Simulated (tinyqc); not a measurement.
## Planar ballistic transistor, top-of-the-barrier model: transfer curve

At the top of the source barrier, states moving towards the drain are filled by the source (Fermi level 0) and states moving back by the drain (Fermi level -q Vd); nothing scatters. U is the shift of the band edge there, set by the capacitances CG, CD and CS (the total) and by the charge. Parabolic two-dimensional band; the source is grounded.

N0 = gv m kB T/(pi hbar^2), CG = eps0 eox/tox, vT = sqrt(2 kB T/(pi m)), CS = CG/aG, n0 = n at U = 0 and Vd = 0. eta1 = -(E0 + U)/Vt, eta2 = eta1 - Vd/Vt, n = (N0/2)[F_0(eta1) + F_0(eta2)], F_0(x) = ln(1 + exp x). U = UL + q (n - n0)/CS with UL = -(aG Vg + aD Vd), energies in eV. I = q (N0/2) vT [F_(1/2)(eta1) - F_(1/2)(eta2)] per width, F_(1/2)(x) = (2/sqrt(pi)) int_0^infinity u^(1/2)/(1 + exp(u - x)) du. CQ = (q/Vt) dn/d(eta1).

Values chosen for this exercise; mass and valleys close to those of silicon (two valleys):

| symbol | value | unit | meaning |
|---|---|---|---|
| T | 300 | K | temperature |
| m | 0.193 | m0 | effective mass |
| gv | 2 |  | valley degeneracy |
| eox | 3.9 |  | relative permittivity of the gate insulator |
| tox | 3.3 | nm | insulator thickness |
| aG | 0.84 |  | gate control CG/CS |
| aD | 0.006 |  | drain control CD/CS |
| E0 | 0.3 | eV | band edge at the barrier top above the source Fermi level at zero bias |
| Vd | 0.2 | V | drain voltage |

Constants: q = 1.602176634e-19 C, kB = 1.380649e-23 J/K, hbar = 1.054571817e-34 J s, m0 = 9.1093837015e-31 kg, Vt = kB T/q, eps0 = 8.8541878128e-14 F/cm where lengths are in cm. Results are converted to the units shown.

Result of one run:
```
Vg (V)    eta1  n (cm^-2)  I (uA/um)  mean velocity I/(q n) (cm/s)     CQ/CS
0.08    -8.960    2.679e8    0.05251                       1.224e7  0.001333
```

What becomes of these results when the gate voltage Vg is changed from 0.08 to 0.38 V, all else the same?

Result of the changed run:
```
Vg (V)    eta1  n (cm^-2)  I (uA/um)  mean velocity I/(q n) (cm/s)  CQ/CS
0.38    -1.432   4.465e11      90.30                       1.262e7  2.000
```

The whole series:
```
Vg (V)     eta1  n (cm^-2)  I (uA/um)  mean velocity I/(q n) (cm/s)     CQ/CS
0        -11.56    1.993e7   0.003908                       1.224e7  9.916e-5
0.08     -8.960    2.679e8    0.05251                       1.224e7  0.001333
0.15     -6.697    2.573e9     0.5046                       1.224e7   0.01279
0.23     -4.234   3.001e10      5.895                       1.226e7    0.1482
0.3      -2.573   1.533e11      30.38                       1.237e7    0.7355
0.38     -1.432   4.465e11      90.30                       1.262e7     2.000
0.45    -0.7967   7.760e11      160.5                       1.291e7     3.224
0.53    -0.2613   1.191e12      253.3                       1.328e7     4.515
0.6      0.1176   1.572e12      342.9                       1.362e7     5.494
```

The current rises from 0.00391 to 343 uA/um. Between the first two rows the swing is 70.9 mV a decade, against Vt ln 10/aG = 70.9. CQ/CS goes from 9.9e-5 to 5.5, so a volt on the gate moves the band edge by 0.84 eV in the first row and 0.13 eV in the last: the gate charge is limited by the insulator. The mean velocity rises from 1.22e7 to 1.36e7 cm/s.

Program tinyqc, `OMP_NUM_THREADS=1 python tinyqc.py 2400135 2400136 out.jsonl`; Intel Xeon 2.30GHz, shared host, one thread, about 0.01 s.
